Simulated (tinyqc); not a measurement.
## Electron mobility in a silicon inversion layer, empirical terms and Matthiessen rule: effect of the inversion density

Inversion layer of sheet density Ns on a uniformly doped body. The mobility terms are empirical power laws with prefactors chosen for the exercise; adding their inverses (Matthiessen) is itself an approximation.

ni = sqrt(Nc Nv) exp(-Eg/(2 Vt)), Eg in volts; Ndep = sqrt(2 eps0 eps_r Nb (2 Vt ln(Nb/ni) + Vsb)/q); E = q (Ndep + eta Ns)/(eps0 eps_r), in MV/cm. With t = T/(300 K): muC = Ac (Ns/1e12 cm^-2) t/(Nb/1e17 cm^-3 + Nit/1e11 cm^-2), muP = Ap E^(-1/3) t^(-1.75), muS = As E^(-gs); 1/mu is the sum of the inverses.

Parameters, values chosen for the exercise; material values close to those of silicon: temperature T = 300 K; band gap Eg = 1.12 eV; relative permittivity of the semiconductor eps_r = 11.7; conduction-band density of states at T Nc = 2.78e19 cm^-3; valence-band density of states at T Nv = 2.61e19 cm^-3; body doping Nb = 3.7e17 cm^-3; reverse body bias Vsb = 0 V; weight of the inversion charge in the effective field eta = 0.5; phonon-limited mobility at 1 MV/cm and 300 K Ap = 409 cm^2/(V s); roughness-limited mobility at 1 MV/cm As = 838 cm^2/(V s); exponent of the roughness term gs = 2; Coulomb prefactor Ac = 3200 cm^2/(V s); charge at the interface Nit = 8e11 cm^-2.

Constants: q = 1.602176634e-19 C, kB = 1.380649e-23 J/K, Vt = kB T/q, eps0 = 8.8541878128e-14 F/cm where lengths are in cm. Results are converted to the units shown.

Results:

| Ns (cm^-2) | E (MV/cm) | muC (cm^2/(V s)) | muP (cm^2/(V s)) | muS (cm^2/(V s)) | mu (cm^2/(V s)) |
|---|---|---|---|---|---|
| 2e11 | 0.3361 | 54.70 | 588.3 | 7418 | 49.71 |
| 3.6e11 | 0.3485 | 98.46 | 581.2 | 6901 | 83.18 |
| 6.3e11 | 0.3694 | 172.3 | 570.0 | 6143 | 129.5 |
| 1.1e12 | 0.4057 | 300.9 | 552.5 | 5091 | 187.6 |
| 3.6e12 | 0.5990 | 984.6 | 485.2 | 2335 | 285.3 |
| 6.3e12 | 0.8078 | 1723 | 439.2 | 1284 | 275.0 |
| 1.1e13 | 1.171 | 3009 | 388.0 | 610.8 | 219.9 |
| 2e13 | 1.867 | 5470 | 332.1 | 240.4 | 136.0 |

Estimate the missing row, Ns = 2e12 cm^-2.

Computed row:

| Ns (cm^-2) | E (MV/cm) | muC (cm^2/(V s)) | muP (cm^2/(V s)) | muS (cm^2/(V s)) | mu (cm^2/(V s)) |
|---|---|---|---|---|---|
| 2e12 | 0.4753 | 547.0 | 524.1 | 3709 | 249.6 |

With this row back in the table: As Ns goes from 2e11 to 2e13 cm^-2, E rises from 0.336 to 1.87 MV/cm and mu goes from 49.7 through a maximum of 285 (at Ns = 3.6e12 cm^-2 among the rows listed) to 136 cm^2/(V s). The smallest term is the Coulomb one in the first row and the roughness one in the last. Screening lifts the Coulomb term as Ns grows while the field presses the carriers to the interface, hence the maximum. At Ns = 2e13 cm^-2 E passes 1.5 MV/cm, beyond the usual range of such laws.

Computed by the program tinyqc: `OMP_NUM_THREADS=1 python tinyqc.py 2510103 2510104 out.jsonl`, one thread of a shared Intel Xeon 2.30GHz, about 0.01 s for the whole run.
